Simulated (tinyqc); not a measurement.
# Admittance spectroscopy of a deep trap: what changes with what

Schottky contact on an n-type layer with shallow donors Nd (all ionised) and a donor-like deep trap, neutral when filled and positive when empty; depletion approximation. Traps within lam of the depletion edge stay filled. The traps at xt = W - lam, where the level crosses the Fermi level, follow a slow signal and not a fast one. w = 2 pi f.

Inputs (values chosen for the exercise); material values those of a made-up semiconductor:
- eps_r = 10.8 (relative permittivity)
- Nc = 1.52e19 cm^-3 (conduction-band density of states at 300 K)
- vth = 1.8e7 cm/s (thermal velocity at 300 K)
- Nd = 7.2e14 cm^-3 (shallow donor density)
- Vbi = 1.22 V (built-in voltage)
- Et = 0.6 eV (depth of the trap below the conduction edge)
- sn = 3.7e-15 cm^2 (capture cross-section)
- Nt = 4.3e14 cm^-3 (trap density)
- Vr = 1.2 V (reverse bias)
- T = 339 K (temperature)

Constants: q = 1.602176634e-19 C, kB = 1.380649e-23 J/K, eps0 = 8.8541878128e-14 F/cm where lengths are in cm. Results are converted to the units shown.

Each table varies one quantity; the others keep the values above.

## Effect of the trap density

Emission rate en = sn vth(T) Nc(T) exp(-Et/kB T) = sn g T^2 exp(-Et/kB T), g = vth Nc/(300 K)^2, as vth goes as T^0.5 and Nc as T^1.5 (degeneracy factor 1). lam = sqrt(2 eps0 eps_r (EF - ET)/(q Nd)), EF - ET = Et - (kB T/q) ln(Nc(T)/Nd), Nc(T) = Nc (T/300 K)^1.5. In the steady state at the band bending V, 2 eps0 eps_r V/q = Nd W^2 + Nt (W - lam)^2 (the second term only if W > lam). V = Vbi + Vr. C_HF = eps0 eps_r/W, C_LF = eps0 eps_r (Nd + Nt)/(Nd W + Nt xt). Inflection frequency w0 = 2 en [1 + Nt xt/(Nd W)]; C = C_HF + (C_LF - C_HF)/(1 + (w/w0)^2), G/w = (C_LF - C_HF)(w/w0)/(1 + (w/w0)^2).

Effect of the trap density:

| Nt (cm^-3) | W (nm) | step (% of C_HF) | w0/(2 en) |
|---|---|---|---|
| 1.5e13 | 1994.4 | 0.73147 | 1.0134 |
| 3.6e13 | 1982.7 | 1.7339 | 1.0321 |
| 8.7e13 | 1955.6 | 4.0713 | 1.0770 |
| 2.1e14 | 1897.5 | 9.2238 | 1.1826 |
| 4.9e14 | 1792.7 | 19.091 | 1.4112 |
| 1.2e15 | 1621.0 | 37.667 | 1.9370 |
| 2.8e15 | 1424.0 | 65.678 | 2.9508 |

The step rises from 0.731 to 65.7 %, as Nt^(0.99) between the first two rows and Nt^(0.66) between the last two, and w0/(2 en) rises from 1.01 to 2.95: for Nt near Nd the rule w0 = 2 en overstates the cross-section by that factor.

## Effect of the bias

Same model as above.

V = Vbi + Vr.

Effect of the bias:

| Vr (V) | W (nm) | xt/W | C_HF (nF/cm^2) | step (nF/cm^2) | step (% of C_HF) |
|---|---|---|---|---|---|
| 0 | 1337 | 0.4692 | 7.152 | 1.771 | 24.76 |
| 0.9 | 1708 | 0.5846 | 5.597 | 1.029 | 18.39 |
| 1.7 | 1972 | 0.6402 | 4.849 | 0.7538 | 15.55 |
| 2.6 | 2227 | 0.6813 | 4.294 | 0.5809 | 13.53 |
| 3.4 | 2428 | 0.7077 | 3.938 | 0.4832 | 12.27 |
| 4.3 | 2634 | 0.7306 | 3.630 | 0.4066 | 11.20 |
| 5.1 | 2803 | 0.7469 | 3.411 | 0.3566 | 10.45 |
| 6 | 2981 | 0.7620 | 3.207 | 0.3134 | 9.770 |

xt/W rises from 0.469 to 0.762 since lam stays at 710 nm, and the relative step falls from 24.8 to 9.77 %: the nearer xt lies to W in proportion, the less the traps add.

Program tinyqc, `OMP_NUM_THREADS=1 python tinyqc.py 2050158 2050159 out.jsonl`; Intel Xeon 2.30GHz, shared host, one thread, about 0.01 s.
